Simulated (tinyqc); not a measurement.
# Disorder broadening of a one-dimensional band in the self-consistent Born approximation: two studies

The local Green function is G = g0(z - Sigma) with z = E + i eta and g0(z) = 1/(sqrt(z - 2t) sqrt(z + 2t)), principal roots; the self-energy is Sigma = D G. The density of states is -Im G/pi.

Values chosen for this exercise: hopping t = 0.7 eV; variance of the random site energy D = 0.47 eV^2; bare broadening eta = 0.007 eV; energy from the band centre E = -0.802 eV.

Each table varies one quantity; the others keep the values above.

## Density of states across the band

Sigma is iterated to self-consistency (retarded branch, Im Sigma < 0); first Born means Sigma = D g0(z) put once into G = g0(z - Sigma); clean means Sigma = 0.

Result of one run:
```
E (eV)  Re Sigma (eV)  Im Sigma (eV)  DOS, self-consistent (1/eV)  DOS, first Born (1/eV)  DOS, clean (1/eV)
1.857          0.3669        -0.3099                       0.2099                 0.05120           0.002278
```

What becomes of these results when the energy from the band centre E is changed from 1.857 to 1.061 eV, all else the same?

Result of the changed run:
```
E (eV)  Re Sigma (eV)  Im Sigma (eV)  DOS, self-consistent (1/eV)  DOS, first Born (1/eV)  DOS, clean (1/eV)
1.061          0.1077        -0.3807                       0.2579                  0.2351             0.3484
```

The whole series:
```
E (eV)  Re Sigma (eV)  Im Sigma (eV)  DOS, self-consistent (1/eV)  DOS, first Born (1/eV)  DOS, clean (1/eV)
0                   0        -0.3266                       0.2212                  0.2208             0.2274
0.265         0.01391        -0.3306                       0.2239                  0.2237             0.2315
0.531         0.03228        -0.3425                       0.2320                  0.2322             0.2457
0.796         0.06103        -0.3611                       0.2446                  0.2433             0.2764
1.061          0.1077        -0.3807                       0.2579                  0.2351             0.3484
1.326          0.1767        -0.3891                       0.2635                  0.1565             0.7064
1.592          0.2654        -0.3713                       0.2514                  0.3158           0.008140
1.857          0.3669        -0.3099                       0.2099                 0.05120           0.002278
2.122          0.4729        -0.1494                       0.1012                0.003132           0.001166
2.387          0.3050      -0.002554                     0.001730                0.001289           7.360e-4
2.653          0.2390      -0.001227                     8.312e-4                7.507e-4           5.165e-4
```

The self-consistent density of states goes from 0.221 through a maximum of 0.264 (at E = 1.326 eV among the rows listed) to 8.31e-4 1/eV. The clean band ends at 2t = 1.40 eV; at E = 1.592 eV, beyond it, the self-consistent value is 0.251 against 0.00814 clean: disorder widens the band. By ratio, first Born differs most at E = 2.122 eV, where it is 0.031 times the self-consistent value.

## Effect of the mixing

G = g0(z - Sigma), Sigma(out) = D G, Sigma(new) = Sigma + mix (Sigma(out) - Sigma). Iterations from Sigma = 0 until |Sigma(out) - Sigma| < 1e-10 eV, at most 500. The factor is |1 - mix + mix L|, L = d Sigma(out)/d Sigma at the solution.

Result of one run:
```
mix  iterations   factor
0.1         183  0.88481
```

What becomes of these results when the mixing mix is changed from 0.1 to 0.7, all else the same?

Result of the changed run:
```
mix  iterations   factor
0.7          16  0.20663
```

The whole series:
```
mix   iterations    factor
0.1          183   0.88481
0.2           86   0.76979
0.3           54   0.65501
0.5           28   0.42697
0.7           16   0.20663
0.85          11  0.091065
1             15   0.18480
```

L = -0.152-0.104i. The fewest iterations, 11, come at mix = 0.85; the smallest factor, 0.0911, is at mix = 0.85. As a function of mix the factor has its minimum at Re(1 - L)/|1 - L|^2 = 0.861, below 1, so damping helps.

Range of the model: The self-consistent Born approximation misses band tails from rare fluctuations and localisation.

tinyqc, about 0.01 s, one thread, Intel Xeon 2.30GHz (shared host): `OMP_NUM_THREADS=1 python tinyqc.py 2720031 2720032 out.jsonl`
